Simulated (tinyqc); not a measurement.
# Ballistic transport through the one-dimensional subbands of a rectangular nanowire or nanosheet channel, step by step

A worked calculation. Computed by tinyqc, a small Python program that keeps every step. Command: `OMP_NUM_THREADS=1 python tinyqc.py 3013237 3013238 out.jsonl wire walk`. One thread of a shared host (Intel(R) Xeon(R) Processor @ 2.30GHz), about 0.04 s of CPU time with the checks. Intermediate numbers are printed to about 6 digits and carried at full precision; extremes and crossings named in words are read from the listed rows.

Hard walls, parabolic subbands, transport along x. Energies are counted from the bulk conduction band edge at the top of the barrier, which the gate pulls down by U; the source Fermi level lies at the bulk edge when U = 0.

Inputs (values chosen for the exercise, modelled on silicon):
```
quantity                                   value  unit
light mass m_t                               0.2   m_0
heavy mass m_l                             0.927   m_0
height a                                     3.6    nm
width b                                      4.1    nm
equivalent oxide thickness t                 2.3    nm
gate voltage above flat band V_G            0.39     V
drain voltage V_D                           0.01     V
temperature T                                300     K
mean free path for back-scattering lambda     21    nm
channel length L                              69    nm
```

Valleys: silicon [100] wire.

Constants: hbar^2/(2 m_0) = 3.80998212 eV angstrom^2; k_B = 8.617333262e-05 eV/K; m_0 = 9.1093837015e-31 kg; k_B = 1.380649e-23 J/K; hbar = 1.054571817e-34 J s; eps_0 = 8.8541878128e-12 F/m; e = 1.602176634e-19 C; h = 6.62607015e-34 J s.

## Subbands

E_pq = (hbar^2 pi^2/2)(p^2/(m_y b^2) + q^2/(m_z a^2)); valley pairs: (m_x, m_y, m_z) = (m_t, m_t, m_l), (m_t, m_l, m_t), (m_l, m_t, m_t), each with degeneracy g = 2; the 10 lowest subbands are kept.

Subbands:
```
valley axis  p  q  E (meV)  m_x (m_0)
z            1  1  143.147      0.200
y            1  1  169.204      0.200
z            1  2  237.045      0.200
y            2  1  241.597      0.200
x            1  1  256.921      0.927
y            3  1  362.252      0.200
z            1  3  393.543      0.200
z            2  1  478.688      0.200
y            4  1  531.169      0.200
z            2  2  572.587      0.200
```

The second subband lies 26.1 meV, or 1.01 k_B T, above the first; the lowest belongs to the valleys with the heavy mass across the height.

## Self-consistent barrier

F_j(eta) = (1/Gamma(j + 1)) int_0^infinity x^j/(1 + exp(x - eta)) dx, F_0 = ln(1 + exp(eta)). Integrals over x = E/(k_B T) use 160 Gauss-Legendre points in u = sqrt(x) from 0 to sqrt(max(eta, 0) + 32). With degeneracy g = 2, eta_i = (U - E_i)/(k_B T) and u = e V_D/(k_B T): line density n = sum_i g sqrt(2 m_x k_B T/pi)/(2 hbar) [F_-1/2(eta_i) + F_-1/2(eta_i - u)]; gate: e n = C_ox (V_G - U/e), C_ox = 3.9 eps_0 2 (a + b)/t (flat-plate estimate); I = (2 e k_B T/h) sum_i g [F_0(eta_i) - F_0(eta_i - u)].

C_ox = 231.210 aF/micrometre

U = 143.378 meV

Occupation:
```
subband         eta_i   n_i (1/nm)  I_i (microampere)
1         8.95245e-03  2.24206e-01        7.03771e-01
2        -9.99003e-01  1.05495e-01        3.61715e-01
3        -3.62321e+00  9.16722e-03        3.35559e-02
4        -3.79929e+00  7.70718e-03        2.82382e-02
5        -4.39202e+00  9.22866e-03        1.57404e-02
6        -8.46643e+00  7.34263e-05        2.70353e-04
7        -9.67681e+00  2.18892e-05        8.05981e-05
8        -1.29704e+01  8.12588e-07        2.99206e-06
9        -1.50004e+01  1.06715e-07        3.92942e-07
10       -1.66025e+01  2.15003e-08        7.91670e-08
```

line density n = 0.355900 1/nm

ballistic current I = 1.14337 microampere

mean velocity I/(e n) = 0.200517 1e7 cm/s

1 of the subbands lie below the source Fermi level; the lowest carries 62 % of the current with 63 % of the charge. The gate spends 37 % of V_G on moving the bands.

## Conductance, capacitance and scattering

Linear conductance G = (2 e^2/h) sum_i g f(eta_i), g = 2, f = 1/(1 + exp(-eta_i)), with the barrier frozen at the eta_i above; current per perimeter I/(2(a + b)); with scattering, transmission lambda/(lambda + L) and low-bias resistance (1 + L/lambda)/G.

open modes sum g f = 1.66355

ballistic conductance = 128.893 microsiemens

current per perimeter = 74.2451 microampere/micrometre

transmission = 0.233333

low-bias resistance with scattering = 33.2501 kiloohm

Even without scattering the wire has h/(2 e^2 M) = 7.76 kiloohm, which sits in the contacts.

## Gate sweep

Open modes are sum_i g/(1 + exp(-eta_i)). The last column is e dn/dV_G over C_ox, taken up to the next row.

Against the gate voltage:
```
V_G (V)   U (meV)     n (1/nm)  I (microampere)   open modes     C_g/C_ox
-0.160   -160.003  4.06062e-06      1.48050e-05  2.30412e-05  1.43222e-03
-0.057    -57.150  2.16945e-04      7.90916e-04  1.23085e-03  8.50679e-02
0.063      52.642  1.49483e-02      5.42054e-02  8.40453e-02  5.59815e-01
0.190     108.545  1.17547e-01      4.10688e-01  6.22141e-01  7.94503e-01
0.290     129.095  2.32202e-01      7.78751e-01  1.15462e+00  8.62167e-01
0.420     147.013  3.93947e-01      1.24933e+00  1.80857e+00  8.95496e-01
0.560     161.644  5.74867e-01      1.71774e+00  2.43758e+00  9.13535e-01
0.720     175.478  7.85799e-01      2.20108e+00  3.07265e+00  9.24976e-01
0.890     188.232  1.01272e+00      2.66410e+00  3.67703e+00  9.33815e-01
1.100     202.131  1.29571e+00      3.18743e+00  4.36576e+00            -
```

Between the first two rows the current rises one decade per 60 mV, against the limit ln(10) k_B T/e = 60 mV. Above threshold C_g/C_ox lies between 0.79 and 0.93: the quantum capacitance in series costs little, since heavy or many subbands hold the charge.

Checks made by the program: density of the lowest subband against a direct sum over k (relative difference 1e-09).
